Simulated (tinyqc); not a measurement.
# Trap density and cross-section from the conductance peak

Question. For a continuum of interface traps on an n-type substrate Gp/w peaks at 2 pi f tau = 1.9803 with the height 0.40237 q Dit, and tau = 1/(sn vth Nd exp(psi/Vt)) with psi = ps. Find Dit, tau and sn.

Parameters, values chosen for the exercise:
- T = 300 K (temperature)
- Nd = 3.2e17 cm^-3 (donor density)
- ps = -0.147 V (band bending psi)
- vth = 1.9e7 cm/s (thermal velocity)

Constants: q = 1.602176634e-19 C, kB = 1.380649e-23 J/K, Vt = kB T/q. Results are converted to the units shown.

peak Gp/w = 58.020103 nF/cm^2
frequency of the peak = 1.3651573e6 Hz

Solution. The height gives Dit, the position tau, and tau with the surface density gives sn.

Dit = 9.000e11 cm^-2 eV^-1
tau = 2.309e-7 s
sn = 2.100e-16 cm^2

Numbers from tinyqc (`OMP_NUM_THREADS=1 python tinyqc.py 2030042 2030043 out.jsonl`; about 0.01 s on one thread of a shared Intel Xeon 2.30GHz).
